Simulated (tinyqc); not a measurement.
Self-consistent Fermi level with native defects, at growth and after a quench: one step, computed by the program tinyqc. Command: `OMP_NUM_THREADS=1 python tinyqc.py 3021228 3021229 out.jsonl scfermi walk`. One thread of a shared host (Intel(R) Xeon(R) Processor @ 2.30GHz), about 0.06 s of CPU time with the checks.

Energies are counted from the top of the valence band (VBM); when the gap shrinks with temperature the conduction band moves and the levels stay. The added dopant is taken as fully ionised. D and A draw on one reservoir with opposite signs, as the two vacancies of a compound do.

Problem. Equilibrium at growth. n = N_c F_1/2((E_F - E_g)/k_B T), p = N_v F_1/2(-E_F/k_B T). F_1/2(eta) = (2/sqrt(pi)) int_0^infinity sqrt(x)/(1 + exp(x - eta)) dx, by the trapezoid rule in t = sqrt(x) with step 0.02 up to t = 12 (for eta < -12 by exp(eta) - exp(2 eta)/2^(3/2)). In equilibrium c_q = N_s exp(-(E_f(q, 0) + q E_F)/k_B T). Net charge = p - n + sum q c_q - N_X; the log ratio is ln(positive charge/negative charge). E_F is the root of the log ratio, by 50 bisections between -0.5 eV and E_g + 0.5 eV.

Inputs (values chosen for the exercise, with bands modelled on CdTe): site density N_s = 3.4e+22 cm^-3; dopant density N_X = 9.7e+17 cm^-3; growth temperature T_g = 1120 K.

Added shallow dopant: acceptor.

E_g(T_g) = 1.3004 eV

N_c(T_g) = 5.142114e+18 cm^-3

N_v(T_g) = 9.376845e+19 cm^-3

k_B T_g = 0.09651413 eV

E_f(q, E_F = 0) (eV): D(+2) -0.029, D(+1) 0.708, D(0) 1.568, A(0) 2.193, A(-1) 2.409

Give: E_F at growth; n at growth; p at growth; Defects at growth; total D; total A.

Solution.

E_F at growth = 0.57138 eV

n at growth = 2.6954e+15 cm^-3

p at growth = 2.5150e+17 cm^-3

Defects at growth:

| state | E_f (eV) | c (cm^-3) |
|---|---|---|
| D(+2) | 1.1138 | 3.3094e+17 |
| D(+1) | 1.2794 | 5.9499e+16 |
| D(0) | 1.5680 | 2.9908e+15 |
| A(0) | 2.1930 | 4.6069e+12 |
| A(-1) | 1.8376 | 1.8305e+14 |

total D = 3.9343e+17 cm^-3

total A = 1.8766e+14 cm^-3

The largest part of the positive charge comes from charged D (74 %) and that of the negative charge from the dopant (100 %).
